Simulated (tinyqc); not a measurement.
Inside a calculation: quaternary alloy A(x)B(1-x)C(y)D(1-y) matched to a substrate. Values are carried at full precision from step to step, so a last printed digit may differ when a step is redone from the rounded ones.

Matching a(x,y) = a_s gives x = (a_s - y a_BC - (1 - y) a_BD)/(y (a_AC - a_BC) + (1 - y)(a_AD - a_BD)).
Constants: hc = 1239.841984 eV nm.

Inputs chosen for the exercise (AC, AD, BC, BD near GaAs, GaP, InAs and InP; substrate near GaAs; the results hold for these values, not for the real material):
- a = (5.659, 5.456, 6.064, 5.865) angstrom (lattice constants of AC, AD, BC, BD)
- a_s = 5.659 angstrom (substrate)
- y = 0.09 (fraction of C)
- Eg = (1.535, 2.899, 0.415, 1.43) eV (gaps at Gamma of AC, AD, BC, BD)
- Cb = (0.49, 0.703, 0.195, 0.1) eV (bowing of ABC, ABD, ACD, BCD)
- dx = -0.012 (error of x in growth)

## The matched composition

Give numerator, denominator and x.

numerator = -0.22391 angstrom
denominator = -0.40864 angstrom
x = 0.5479

## The gap by rule 1

Q(x,y) = x y Q_AC + x (1 - y) Q_AD + (1 - x) y Q_BC + (1 - x)(1 - y) Q_BD for the lattice constant. Gap, rule 1: Q(x,y) - x (1 - x)[y C_ABC + (1 - y) C_ABD] - y (1 - y)[x C_ACD + (1 - x) C_BCD]. Rule 2 (mean of ternaries): {x (1 - x)[y T_ABC(x) + (1 - y) T_ABD(x)] + y (1 - y)[x T_ACD(y) + (1 - x) T_BCD(y)]}/{x (1 - x) + y (1 - y)}, T_ABC(x) = x E_AC + (1 - x) E_BC - C_ABC x (1 - x), T_ACD(y) = y E_AC + (1 - y) E_AD - C_ACD y (1 - y), and alike. Only the Gamma valley is followed.

Give the four weights, the bilinear part, the two bowing terms, the gap and hc/gap.

weights of AC, AD, BC, BD: [0.0493, 0.4986, 0.0407, 0.4114]

bilinear part = 2.1264 eV

bowing terms (eV): [0.1694, 0.0125]

gap = 1.9445 eV
wavelength = 638 nm

## The gap by rule 2

Give the four ternary gaps and their weighted mean.

T_ABC, T_ABD, T_ACD, T_BCD (eV): [0.9073, 2.0608, 2.7603, 1.3305]

gap = 1.9960 eV

Rule 2 lies 51 meV above rule 1: it averages the two bowing terms where rule 1 adds them. Both agree on the ternary edges.

## An error in composition

Replace x by x + dx; mismatch (a_s - a)/a and change of the relaxed gap by rule 1.

a = 5.6639 angstrom
mismatch = -0.087 %
change of the gap = -17.8 meV

The layer would be under compression; the strain shift of the gap is not included.

## Checks

- Lattice constant at the matched composition against a_s (angstrom): both 5.6590.
- Rule 2 as a mean of ternaries against its form with averaged bowing (eV): both 1.9960.

Run: tinyqc, `OMP_NUM_THREADS=1 python tinyqc.py 1080790 1080791 out.jsonl`; Intel(R) Xeon(R) Processor @ 2.30GHz, one thread, shared host; about 0.01 s of CPU time with all checks.
